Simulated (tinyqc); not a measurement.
# Changing the ground-state phonon hbar omega_g

Model: configuration-coordinate model of a defect: Huang-Rhys factor and luminescence line shape. Computed by tinyqc, a small Python program. Command: `OMP_NUM_THREADS=1 python tinyqc.py 3022670 3022671 out.jsonl ccline sweep`. One thread of a shared host (Intel(R) Xeon(R) Processor @ 2.30GHz), about 0.05 s of CPU time with the checks.

Ground state E_g(Q) = (1/2) omega_g^2 Q^2; excited state E_e(Q) = E_0 + (1/2) omega_e^2 (Q - dQ)^2 with omega_e = omega_g and E_0 = E_ZPL. Q is mass-weighted; the dipole does not depend on Q (Condon approximation).

Inputs (values chosen for the exercise, for a model defect): zero-phonon energy E_ZPL = 1.37 eV; displacement dQ = 0.629 u^(1/2) angstrom; temperature T = 50 K.

Modes: equal frequencies in both states.

Constants: hbar^2/u = 4.18015928e-03 eV angstrom^2; k_B = 8.617333262e-05 eV/K.

Method:
- S = hbar omega dQ^2/(2 hbar^2/u) for each state; relaxation energy S hbar omega; absorption at E_0 + S_e hbar omega_e, emission at E_0 - S_g hbar omega_g; the Stokes shift is their difference.
- Overlaps <m_e|n_g> of harmonic-oscillator functions (Hermite recursion, positive leading coefficients) by a sum over an even grid (700 points from x = -9 to 9 + d for the small table, 1500 points from -16 to 16 + d for the thermal sums), with x = Q sqrt(omega_g/hbar), d = sqrt(2 S_g) and frequency ratio omega_e/omega_g.
- Initial levels m = 0..24 carry Boltzmann weights exp(-m hbar omega_e/k_B T), normalised; final levels n = 0..79; a line lies at E_ZPL + m hbar omega_e - n hbar omega_g with weight w_m <m|n>^2. Moments are taken over these weights without the E^3 factor; FWHM = 2 sqrt(2 ln 2) x standard deviation; the zero-phonon weight is the sum of w_m <m|m>^2.

One run for each value:
```
ground-state phonon hbar omega_g (meV)     S_g  Stokes shift (eV)  FWHM from the second moment (eV)  zero-phonon weight
7.7                                     0.3644           0.005612                          0.012961             0.61931
9.3                                     0.4401           0.008186                          0.016316             0.59057
11.0                                    0.5206           0.011452                          0.020205             0.55778
14.0                                    0.6625           0.018551                          0.027896             0.49774
16.0                                    0.7572           0.024230                          0.033595             0.45822
20.0                                    0.9465           0.037859                          0.046262             0.38438
24.0                                    1.1358           0.054517                          0.060460             0.31998
29.0                                    1.3724           0.079598                          0.080096             0.25324
```

Describe and explain the trends.

Over the rows, S_g rises from 0.364 to 1.37 (exponent d ln y / d ln x about 1.00 throughout); Stokes shift (eV) rises from 0.00561 to 0.0796 (exponent d ln y / d ln x about 2.0 throughout); FWHM from the second moment (eV) rises from 0.0130 to 0.0801 (exponent d ln y / d ln x 1.2 between the first rows and 1.5 between the last). The exponent of S_g stays at 1: S goes as omega at fixed dQ.

Caution (all rows): for small S the spectrum is a set of resolved lines, and a Gaussian width has little meaning.
